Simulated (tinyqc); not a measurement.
Threshold-voltage variability of a planar MOSFET, analytic estimates: one step of the calculation.

Three independent sources add in quadrature: random dopants in the depleted layer, metal-gate grains of two orientations, and roughness of the two gate edges acting through the roll-off VT = VT(long) - Vr exp(-L/l). These are first-order estimates: no three-dimensional electrostatics, no percolation.

Task. Total spread, mismatch and leakage. s = sqrt(s1^2 + s2^2 + s3^2). For a pair: s(dVT) = sqrt(2) s; current mismatch sqrt(2) sqrt((gI s)^2 + sb^2); input offset = current mismatch/gI. For a Gaussian VT the off current is log-normal with mean/median = exp(s^2/(2 (n Vt)^2)).

Inputs (values chosen for the exercise); material values those of a made-up semiconductor: temperature T = 400 K; subthreshold factor n = 1.17; gm/I of a matched pair gI = 25 1/V; spread of the gain factor of one device sb = 1.5 %.

Constants: q = 1.602176634e-19 C, kB = 1.380649e-23 J/K, Vt = kB T/q. Results are converted to the units shown.

s1 = 14.356303 mV
s2 = 28.209741 mV
s3 = 3.3931232 mV

Wanted: s; s(dVT); current mismatch; input offset; mean/median of Ioff.

Result.

s = 31.83 mV
s(dVT) = 45.02 mV
current mismatch = 112.6 %
input offset = 45.03 mV
mean/median of Ioff = 1.366

Computed by the program tinyqc: `OMP_NUM_THREADS=1 python tinyqc.py 2090098 2090099 out.jsonl`, one thread of a shared Intel Xeon 2.30GHz, about 0.01 s for the whole run.
